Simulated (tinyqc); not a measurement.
Inside a calculation. Method: harmonic frequencies on the RHF/6-31g surface (energies and gradients from PySCF), for H3+, spin multiplicity 1. One step of it, computed by the program tinyqc.

Task: One row of the Hessian: 2Hy. Displace 2Hy by +/-0.005 bohr; H(k, :) = (g(+) - g(-)) / (2 delta).

optimised positions (bohr), order 1H, 2H, 3H:
```
[[-0.039380, -0.136649, -0.095197],
 [-0.101406, 0.079394, 1.484229],
 [-0.046297, 1.340379, 0.508253]]
```

gradient at +delta (hartree/bohr), order 1H, 2H, 3H:
```
[[0.00000626, -0.00007074, -0.00017376],
 [0.00002277, 0.00067789, -0.00035641],
 [-0.00002903, -0.00060715, 0.00053017]]
```

gradient at -delta (hartree/bohr), order 1H, 2H, 3H:
```
[[-0.00000857, 0.00004927, 0.00022418],
 [-0.00002016, -0.00068677, 0.00029139],
 [0.00002874, 0.00063751, -0.00051556]]
```

Give: row of the Hessian.

Result:

row of the Hessian (hartree/bohr^2): [0.001484, -0.012001, -0.039794, 0.004293, 0.136466, -0.064779, -0.005777, -0.124466, 0.104573]
